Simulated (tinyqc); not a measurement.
Minimum-mode following (dimer method) and harmonic rate on a two-dimensional model surface: one step, computed by the program tinyqc. Command: `OMP_NUM_THREADS=1 python tinyqc.py 3018873 3018874 out.jsonl dimer walk`. One thread of a shared host (Intel(R) Xeon(R) Processor @ 2.30GHz), about 0.01 s of CPU time with the checks.

V(x, y) = -A (cos kx + cos ky) - B cos kx cos ky + (C sin ky + S sin kx)(1 - cos kx), k = 2 pi/a; the atom hops from the minimum at (0, 0) to that at (a, 0).

Problem. Harmonic rate. Vineyard prefactor nu* = nu1 nu2 (minimum)/nu2 (saddle); k = nu* exp(-E_b/(k_B T)).

Inputs (values chosen for the exercise, for a model surface): temperature T = 150 K.

Surface: adatom on a square lattice.

frequencies at the minimum (THz): 1.980233  1.980233

frequencies at the saddle (the first is imaginary) (THz): 2.104155  2.312454

barrier from the start = 0.6882562 eV

Constants: k_B = 8.617333262e-05 eV/K.

Give: prefactor nu*; rate k.

Solution.

prefactor nu* = 1.696 THz

rate k = 1.273e-11 1/s

The stable mode of the saddle is stiffer than either mode of the minimum, which lowers the prefactor below both frequencies.
